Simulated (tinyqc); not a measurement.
Square on-chip spiral inductor, lumped pi model: one step of the calculation.

Outer diameter do = di + 2 n wd + 2 (n - 1) sp, mean da = (do + di)/2, fill p = (do - di)/(do + di), length l = 4 n da. L = 2.34 mu0 n^2 da/(1 + 2.75 p), mu0 = 4 pi 1e-7 H/m. Rs = rho l/(wd delta (1 - exp(-th/delta))), delta = sqrt(rho/(pi f mu0)). Cs = n wd^2 eps0 eo/hu across the coil. At each end Cox = l wd eps0 eo/(2 ho) leads to the substrate branch Rsi = 2 rs he/(l wd) in parallel with Csi = l wd eps0 11.7/(2 he). With one end grounded Y = 1/(Rs + i w L) + i w Cs + 1/[1/(i w Cox) + 1/(1/Rsi + i w Csi)], w = 2 pi f; Q = -Im Y/Re Y. Eddy currents in neighbouring turns and in the substrate are left out.

Problem. Geometry and model elements. do, l, L, delta, Rs, Cs, Cox, Rsi and Csi as defined.

Parameters, values chosen for the exercise; values of the order met in silicon radio-frequency processes: number of turns n = 6.5; line width wd = 8 um; space between turns sp = 3 um; inner diameter di = 100 um; metal thickness th = 2 um; metal resistivity rho = 2.2 uohm cm; oxide below the coil ho = 7.7 um; oxide between coil and underpass hu = 1 um; relative permittivity of the oxide eo = 3.9; substrate resistivity rs = 100 ohm cm; effective spreading depth in the substrate he = 50 um; frequency f = 0.93 GHz.

Constants: eps0 = 8.8541878128e-12 F/m. Results are converted to the units shown.

Wanted: do; l; L; delta; Rs; Cs; Cox; Rsi; Csi.

Solution.

do = 237.00 um
l = 4381.0 um
L = 9.8841 nH
delta = 2.4479 um
Rs = 8.8162 ohm
Cs = 14.365 fF
Cox = 78.588 fF
Rsi = 2853.2 ohm
Csi = 36.308 fF

Computed by the program tinyqc: `OMP_NUM_THREADS=1 python tinyqc.py 2302072 2302073 out.jsonl`, one thread of a shared Intel Xeon 2.30GHz, about 0.01 s for the whole run.
